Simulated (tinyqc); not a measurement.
Bias-temperature instability from a Gaussian distribution of capture and emission barriers: one step, computed by the program tinyqc.

Each trap has a capture time tau_0 exp(E_c/(k_B T)) under stress and an emission time tau_0 exp(E_e/(k_B T)) after it. E_c is Gaussian, and E_e = E_c + d with d Gaussian and independent. A trap counts as filled once t_s exceeds its capture time and as emptied once t_r exceeds its emission time.

Task: Lifetime. Demarcation energies E_s = k_B T ln(t_s/tau_0), E_r = k_B T ln(t_r/tau_0); mean barrier mu = mu_c - k_F F; z = (E_s - mu)/sigma_c; Phi is the standard normal distribution. Temperatures in kelvin are T(C) + 273.15. Solve V_max Phi(z) = criterion for t_s; the power-law extrapolation from the stress point is t_s (criterion/dV0)^(1/n); 1 year = 3.15576e7 s.

Inputs (values chosen for the exercise, for a model p-channel transistor):
```
quantity                            value  unit
shift with all traps filled V_max     260    mV
spread of capture barriers sigma_c   0.39    eV
time constant tau_0                 3e-09     s
temperature T                         105     C
stress time t_s                         2     s
failure criterion                      20    mV
```

mean barrier mu = 1.3591 eV

shift without recovery dV0 = 9.607290 mV

time exponent n = 0.1826646

Constants: k_B = 8.617333262e-05 eV/K.

Give: log10 of the lifetime in s; log10 of the power-law estimate in s.

Result:

log10 of the lifetime in s = 2.1781

log10 of the power-law estimate in s = 2.0443

The power law gives a time shorter by 0.13 decades, since n falls as traps fill; ten years is log10 = 8.50.
